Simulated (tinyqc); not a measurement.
Worked calculation: WKB tunnelling through a gate dielectric with a two-band (Franz) dispersion. Values are carried at full precision from step to step, so a last printed digit may differ when a step is redone from the rounded ones.

Constants: hbar^2/2m0 = 3.80998211 eV angstrom^2.

Parameters, chosen for this exercise (of the size used for HfO2 on silicon; not measured data): phi = 1.57 eV (barrier above the electron energy at the emitter); t = 54 angstrom (thickness); V = 2.6 V (voltage across the layer); Eg = 5.65 eV (gap of the dielectric); m = 0.21 m0 (mass at the conduction edge).

## Shape of the barrier

Field V/t (1 V/angstrom = 100 MV/cm), the end of the forbidden region x_e = min(t, phi t/V), and u there.

field = 4.81 MV/cm
x_e = 32.61 angstrom
u(x_e) = 0.000 eV

V >= phi: a triangle, Fowler-Nordheim tunnelling into the conduction band of the dielectric.

## Decay constant through the layer

At depth x the conduction edge lies u(x) = phi - V x/t above the electron. Parabolic: kappa = sqrt(m u/c). Franz: kappa = sqrt(m u (1 - u/Eg)/c), which vanishes at both band edges. c = hbar^2/2m0. T = exp(-2 integral of kappa dx) over the region u > 0; no image force, no prefactor, zero transverse momentum. The region ends at x_e = min(t, phi t/V); x_e < t is the Fowler-Nordheim regime.

Nine points x = j x_e/8.

kappa (1/angstrom):
```
x (angstrom)  u (eV)  parabolic   Franz
0.000         1.5700     0.2942  0.2500
4.076         1.3738     0.2752  0.2394
8.152         1.1775     0.2548  0.2267
12.228        0.9812     0.2326  0.2114
16.304        0.7850     0.2080  0.1930
20.380        0.5887     0.1801  0.1705
24.456        0.3925     0.1471  0.1419
28.532        0.1963     0.1040  0.1022
32.608        0.0000     0.0000  0.0000
```

At the emitter the Franz value is 15.0 % below the parabolic one, the factor sqrt(1 - phi/Eg).

## The integrals by Simpson's rule

Weights 1, 4, 2, 4, 2, 4, 2, 4, 1 times a third of the spacing.

integral of kappa dx: parabolic 6.360, Franz 5.797

## The integrals in closed form

Parabolic: (2/3) sqrt(m/c) (t/V) (phi^(3/2) - u_e^(3/2)). Franz: sqrt(m/c) Eg^(3/2) (t/V) (f(phi/Eg) - f(u_e/Eg)) with f(y) = ((2y - 1) sqrt(y (1 - y)) + arcsin(sqrt y))/4. u_e = max(phi - V, 0). T = exp(-2 I).

integral of kappa dx: parabolic 6.3948, Franz 5.8319

T: parabolic 2.79e-06, Franz 8.60e-06

The two-band dispersion raises T by a factor 3.08.

## Checks

- Franz integral in closed form against adaptive quadrature: both 5.83191.

(tinyqc, `OMP_NUM_THREADS=1 python tinyqc.py 1452415 1452416 out.jsonl`, Intel(R) Xeon(R) Processor @ 2.30GHz, 1 thread, shared host, about 0.01 s.)
